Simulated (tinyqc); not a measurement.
Interpolating the pair or each band alone: Wannier functions of a composite (isolated) pair of valence bands (bonds of an sp chain).

Each atom has a hybrid pointing left (<) and right (>). H(k): diagonal +V3 on A, -V3 on B; <A<|A>> = -V1a, <B<|B>> = -V1b, <A>|B<> = -V2, <B>|A<> = -V2p exp(ik); k in 1/a, Bloch sums with exp(ikR). The two lowest bands are filled. Trial functions in cell 0: g1 = cos(c) A> + sin(c) B<, and g2 = sin(c) B> + cos(c) A< of cell 1, whose Bloch vector has cos(c) exp(-ik) on A<. Projection A_mn = <psi_m|g_n>, S = A^+ A, Loewdin U = A S^(-1/2), Bloch-like states w_n = sum_m psi_m U_mn, H_W(k) = U^+ diag(E) U. P = sum_m |psi_m><psi_m| is free of phase choices, and S = g^+ P g, w = P g S^(-1/2).

Parameters, chosen for this exercise: V2 = 3.93 eV (coupling in the bond A-B inside the cell); V2p = 2.72 eV (coupling in the bond to the next cell); V1a = 1.26 eV (coupling of the two hybrids on A); V1b = 1.79 eV (the same on B); V3 = 0 eV (A at +V3, B at -V3); c = 45 degrees (trial bonds cos(c) on A, sin(c) on B).

Largest error on 25 points from 0 to pi. Pair: diagonalise the Hermitian part of sum_R exp(ikR) H(R) over the N cells nearest the origin, with H(R) the mean of exp(-ikR) H_W(k) on the mesh k = 2 pi j/N. Alone: the cosine series of each sorted band on the same mesh.

Errors (meV):

| N | pair | each band alone |
|---|---|---|
| 3 | 30.46964 | 90.01227 |
| 4 | 5.88482 | 17.27485 |
| 5 | 3.10327 | 22.96546 |
| 6 | 0.51389 | 3.21723 |
| 8 | 0.06394 | 1.07547 |
| 10 | 0.00857 | 0.29715 |
| 14 | 0.00022 | 0.02673 |

smallest spacing of the two filled bands = 1.3210 eV

At N = 6 the pair errs by 0.51 meV and the single bands by 3.2; at N = 10, 0.0086 against 0.30. Both fall exponentially: the pair at a rate tied to the gap to the empty bands (3.39 eV), the single bands at a slower one tied to their own spacing (1.321 eV at the closest). Not every column falls at every step, since even meshes hold k = pi and odd ones do not.

Run: tinyqc, `OMP_NUM_THREADS=1 python tinyqc.py 1452449 1452450 out.jsonl`; Intel(R) Xeon(R) Processor @ 2.30GHz, one thread, shared host; about 0.2 s of CPU time with all checks.
